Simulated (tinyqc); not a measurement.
Which pair of peaks is best: composition and strain of an epitaxial Si(1-x)Ge(x) layer from Raman and X-ray peaks. Computed by tinyqc, a small Python program. Command: `OMP_NUM_THREADS=1 python tinyqc.py 3008617 3008618 out.jsonl epiraman walk`. One thread of a shared host (Intel(R) Xeon(R) Processor @ 2.30GHz), about 0.01 s of CPU time with the checks.

A (001) layer, biaxially strained in the plane. The Raman peaks follow empirical lines omega = w0 + c1 x + c3 x^3 + b eps (c3 for Si-Ge alone), with eps the in-plane strain.

Inputs (values chosen for the exercise, modelled on silicon-germanium): Ge fraction x = 0.45; Si-Si: c1 = -64.5 1/cm; Si-Si: strain coefficient b = -680 1/cm; Si-Ge: c1 = 25.4 1/cm; Si-Ge: c3 = -34.1 1/cm; Si-Ge: strain coefficient b = -591 1/cm; Ge-Ge: c1 = 20.2 1/cm; Ge-Ge: strain coefficient b = -471 1/cm; uncertainty of a Raman peak = 0.05 1/cm.

Substrate: silicon.

Method. For each pair invert J = [d omega/dx, d omega/d eps] at the true x. Independent errors of the given size in both peaks give sigma_x and sigma_eps = uncertainty x (norm of the rows of the inverse of J).

Error propagation:
```
pair                det J     sigma_x  sigma_eps (per mille)
Si-Si and Si-Ge  41.30479   0.0010906               0.078284
Si-Si and Ge-Ge   44.1155  9.3753e-04               0.076605
Si-Ge and Ge-Ge    9.7319   0.0038827                0.10654
```

What follows from these numbers?

The pair Si-Si and Ge-Ge fixes x best (sigma_x = 9.4e-4) and Si-Ge and Ge-Ge worst (0.0039), a factor 4.1. Strain moves all peaks the same way, so a good pair needs different ratios of composition slope to strain coefficient, best of opposite sign; the slopes here are -64.5, 4.7 and 20.2 per cm for Si-Si, Si-Ge and Ge-Ge. Errors in the coefficients themselves are not counted.

Extremes, crossings and ranges named in words are read from the listed rows.
